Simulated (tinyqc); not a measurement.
Access strength from the read disturbance.

Inverse problem. Transistor (EKV form, voltages against the body): I = 2 n b Vt^2 [F(vp - Vs) - F(vp - Vd)] from drain to source, F(v) = ln^2(1 + exp(v/(2 Vt))), vp = (Vg - VT + sg |Vd - Vs|)/n. n-channel bodies are at 0; for the p-channel device all voltages are counted down from Vdd. b in uA/V^2 gives I in uA. In an SRAM read the low node Q obeys In(gate QB, drain Q) = Ip(gate QB, drain Q) + Ia, where the access transistor (threshold VTn) has its gate and drain at Vdd and its source at Q. Find Ia, ba and the cell ratio bn/ba.

Parameters, values chosen for the exercise: temperature T = 300 K; supply voltage Vdd = 0.75 V; slope factor n = 1.42; drain-induced barrier lowering sg = 0.082; n-channel threshold VTn = 0.26 V; p-channel threshold (magnitude) VTp = 0.3 V; gain factor of the pull-down transistor bn = 640 uA/V^2; gain factor of the pull-up transistor bp = 200 uA/V^2.

Constants: q = 1.602176634e-19 C, kB = 1.380649e-23 J/K, Vt = kB T/q. Results are converted to the units shown.

Q and QB in the read (V): 0.11897219  0.74842686

Answer. The node equation gives Ia, which is proportional to ba.

Ia = 31.4 uA
ba = 640 uA/V^2
cell ratio = 1.00

Numbers from tinyqc (`OMP_NUM_THREADS=1 python tinyqc.py 2340114 2340115 out.jsonl`; about 0.2 s on one thread of a shared Intel Xeon 2.30GHz).
